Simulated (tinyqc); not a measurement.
# Surface potential of a MOS transistor: implicit equation and explicit approximations: what changes with what

p-type body, charge-sheet picture, depletion and inversion only, full ionisation (an idealisation for deep acceptors), Boltzmann statistics (rough once Na exp(x - xn) passes about Nc/7). In units of Vt: xg = (Vg - Vfb)/Vt, x = psi/Vt, G = gamma/sqrt(Vt), xn = (2 phiF + Vc)/Vt. The implicit equation is (xg - x)^2 = G^2 [x - 1 + exp(x - xn)] for x above about 3. Cox = eps0 eox/tox.

Inputs (values chosen for the exercise); band and dielectric values those of a made-up semiconductor: temperature T = 300 K; band gap Eg = 1.28 eV; relative permittivity eps_r = 9.3; conduction-band density of states at T Nc = 2.39e19 cm^-3; valence-band density of states at T Nv = 2.12e19 cm^-3; relative permittivity of the gate insulator (close to silicon dioxide) eox = 3.9; insulator thickness tox = 7.9 nm; acceptor density Na = 1.7e16 cm^-3; flat-band voltage Vfb = -0.94 V; channel-body voltage Vc = 1 V; gate-body voltage Vg = 1 V.

Constants: q = 1.602176634e-19 C, kB = 1.380649e-23 J/K, Vt = kB T/q, eps0 = 8.8541878128e-14 F/cm where lengths are in cm. Results are converted to the units shown.

Each table varies one quantity; the others keep the values above.

## Accuracy of the approximations against gate voltage

ni = sqrt(Nc Nv) exp(-Eg/(2 Vt)), Eg in volts; phiF = Vt ln(Na/ni); gamma = sqrt(2 q eps0 eps_r Na)/Cox; VT = Vfb + Vt (xn + G sqrt(xn - 1)). Depletion value a = 1 + [sqrt(G^2/4 + xg - 1) - G/2]^2; inversion value b = xn + ln[(xg - xn)^2/G^2 - xn + 1] and first guess y = min(a, b) - ln(1 + exp(-|a - b|)) if a > xn + 1, else b = y = a; one second-order correction with D = exp(y - xn), p = 2 (xg - y) + G^2 (1 + D), w = (xg - y)^2 - G^2 (y - 1 + D): z = y + 2 w/(p + sqrt(p^2 - 2 (2 - G^2 D) w)), or the Newton step z = y + w/p where the root is not real. N_inv = (Cox Vt G/q) [sqrt(x - 1 + exp(x - xn)) - sqrt(x - 1)] at the root. Lambert form (Cox m Vt/q) W0[(G/(2 m sqrt(xn - 1))) exp((Vg - VT)/(m Vt))], m = 1 + G/(2 sqrt(xn - 1)). Errors under 1e-4 mV, and the linear form below VT, are printed as 0.

Accuracy of the approximations against gate voltage:
```
Vg (V)  psi (V)     x - xn  error of y (mV)  error of z (mV)  N_inv (cm^-2)  Cox (Vg - VT)/q (cm^-2)  Lambert form (cm^-2)
0.78     1.5320    -14.559                0                0         2094.3                        0                1794.6
0.98     1.7205    -7.2642          1.01e-3                0       2.9062e6                        0              2.7298e6
1.18     1.9083  2.6095e-4             1.36                0       3.9258e9                 3.9452e9              3.9386e9
1.38     2.0190     4.2796             24.0             7.28      2.3113e11                5.4958e11             2.4270e11
1.58     2.0539     5.6327             17.2            -3.09      6.7618e11                1.0952e12             7.0855e11
1.78     2.0741     6.4106             13.2           -0.958      1.1640e12                1.6409e12             1.2141e12
1.98     2.0884     6.9657             10.9           -0.470      1.6684e12                2.1865e12             1.7332e12
2.18     2.0996     7.3995             9.33           -0.277      2.1818e12                2.7321e12             2.2591e12
2.38     2.1088     7.7563             8.22           -0.180      2.7010e12                3.2778e12             2.7891e12
```

What does the table show?

psi rises from 1.53 to 2.11 V and ends 7.8 Vt above 2 phiF + Vc. Among the rows the first guess is off by at most 24 mV (at Vg = 1.38 V) and the corrected value by at most 7.3 mV. In the last row the linear form is 21 % above N_inv and the Lambert form 3.3 % above it; in the first row the Lambert form is 14 % below it. For Vg = 1.58, 1.78, 1.98, 2.18, 2.38 the electron quasi-Fermi level lies less than 2 Vt below the band edge at the surface, or above it, where degeneracy and confinement, left out, matter.

## Effect of the insulator thickness at fixed gate voltage

Same model as above.

The same in every row: Cox (Vg - VT)/q (cm^-2) = 0.

Results:
```
tox (nm)  psi (V)  x - xn  error of y (mV)  error of z (mV)  N_inv (cm^-2)  Lambert form (cm^-2)
2.6         1.871  -1.429            0.113                0        9.518e8               9.431e8
4.9         1.813  -3.690           0.0222                0        1.009e8               9.818e7
6.8         1.766  -5.505          5.01e-3                0        1.666e7               1.594e7
9.2         1.709  -7.728          7.32e-4                0        1.834e6               1.711e6
13          1.622  -11.09                0                0        6.497e4               5.755e4
17          1.535  -14.44                0                0           2349                  1931
24          1.395  -19.85                0                0          11.10                 7.537
```

Estimate the missing row, tox = 3.6 nm.

Computed row:
```
tox (nm)  psi (V)  x - xn  error of y (mV)  error of z (mV)  N_inv (cm^-2)  Lambert form (cm^-2)
3.6         1.846  -2.421           0.0579                0        3.558e8               3.498e8
```

With this row back in the table: As tox goes from 2.6 to 24, psi falls from 1.87 to 1.40 V, x - xn falls from -1.43 to -19.8 and N_inv falls from 9.52e8 to 11.1 cm^-2. The Lambert form lies between 0.679 and 0.991 times N_inv.

Numbers from tinyqc (`OMP_NUM_THREADS=1 python tinyqc.py 2122063 2122064 out.jsonl`; about 0.01 s on one thread of a shared Intel Xeon 2.30GHz).
